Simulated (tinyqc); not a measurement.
Capacitance of parallel on-chip lines from Laplace's equation on a mesh: two steps of the calculation.

Cross-section of an endless row of equal lines between two grounded planes; neighbours are driven in antiphase (+1 V and -1 V), so the plane midway between two lines is at 0 V. By symmetry one quarter is solved: x runs from the centre of a line (column 0, mirror) to that midplane (column 3, 0 V), y from the mid-height of the line (row 0, mirror) to the ground plane (row 4, 0 V). The line fills columns 0 to 1 and rows 0 to 1 at 1 V. Cells beside the line (below row 1) have e2, cells above have e1. Each link between nodes has the conductance g = mean permittivity of the two cells beside it (a cell beyond a mirror counts as 0), and the free nodes obey sum g (V_neighbour - V) = 0.

Parameters, values chosen for the exercise: relative permittivity above and below the lines e1 = 4.2; relative permittivity between the lines e2 = 7; over-relaxation factor om = 1.2.

Constants: eps0 = 8.8541878128e-12 F/m. Results are converted to the units shown.

Task 1. Relaxation sweep. One sweep visits the free nodes row by row from row 0, left to right, and replaces V by V + om (weighted mean of the neighbours - V), using new values at once.

V at the start (V):

|  | col 0 | col 1 | col 2 | col 3 |
|---|---|---|---|---|
| row 0 | 1 | 1 | 0 | 0 |
| row 1 | 1 | 1 | 0 | 0 |
| row 2 | 0 | 0 | 0 | 0 |
| row 3 | 0 | 0 | 0 | 0 |
| row 4 | 0 | 0 | 0 | 0 |

gx:

|  | col 0 | col 1 | col 2 |
|---|---|---|---|
| row 0 | 3.5 | 3.5 | 3.5 |
| row 1 | 5.6 | 5.6 | 5.6 |
| row 2 | 4.2 | 4.2 | 4.2 |
| row 3 | 4.2 | 4.2 | 4.2 |
| row 4 | 2.1 | 2.1 | 2.1 |

gy:

|  | col 0 | col 1 | col 2 | col 3 |
|---|---|---|---|---|
| row 0 | 3.5 | 7 | 7 | 3.5 |
| row 1 | 2.1 | 4.2 | 4.2 | 2.1 |
| row 2 | 2.1 | 4.2 | 4.2 | 2.1 |
| row 3 | 2.1 | 4.2 | 4.2 | 2.1 |

Give: V after sweep 1.

Result 1.

V after sweep 1 (V):

|  | col 0 | col 1 | col 2 | col 3 |
|---|---|---|---|---|
| row 0 | 1.000 | 1.000 | 0.300 | 0.000 |
| row 1 | 1.000 | 1.000 | 0.412 | 0.000 |
| row 2 | 0.300 | 0.390 | 0.241 | 0.000 |
| row 3 | 0.090 | 0.144 | 0.115 | 0.000 |
| row 4 | 0.000 | 0.000 | 0.000 | 0.000 |

Task 2. Capacitance per length. C = 4 eps0 sum g (difference of V)^2 over all links (twice the energy of the four quarters, line at 1 V). Plate estimate without fringing: eps0 [2 e1 w/hd + 2 e2 t/(s/2)], w = 2 hx, t = 2 hx, s/2 = 2 hx, hd = 3 hx.

converged V (V):

|  | col 0 | col 1 | col 2 | col 3 |
|---|---|---|---|---|
| row 0 | 1.0000000 | 1.0000000 | 0.4747535 | 0.0000000 |
| row 1 | 1.0000000 | 1.0000000 | 0.4495071 | 0.0000000 |
| row 2 | 0.5724934 | 0.5173720 | 0.2727819 | 0.0000000 |
| row 3 | 0.2552296 | 0.2242126 | 0.1242486 | 0.0000000 |
| row 4 | 0.0000000 | 0.0000000 | 0.0000000 | 0.0000000 |

gx:

|  | col 0 | col 1 | col 2 |
|---|---|---|---|
| row 0 | 3.5 | 3.5 | 3.5 |
| row 1 | 5.6 | 5.6 | 5.6 |
| row 2 | 4.2 | 4.2 | 4.2 |
| row 3 | 4.2 | 4.2 | 4.2 |
| row 4 | 2.1 | 2.1 | 2.1 |

gy:

|  | col 0 | col 1 | col 2 | col 3 |
|---|---|---|---|---|
| row 0 | 3.5 | 7 | 7 | 3.5 |
| row 1 | 2.1 | 4.2 | 4.2 | 2.1 |
| row 2 | 2.1 | 4.2 | 4.2 | 2.1 |
| row 3 | 2.1 | 4.2 | 4.2 | 2.1 |

Wanted: C; plate estimate.

Result 2.

C = 277.9 aF/um
plate estimate = 173.5 aF/um

Numbers from tinyqc (`OMP_NUM_THREADS=1 python tinyqc.py 2790161 2790162 out.jsonl`; about 0.9 s on one thread of a shared Intel Xeon 2.30GHz).
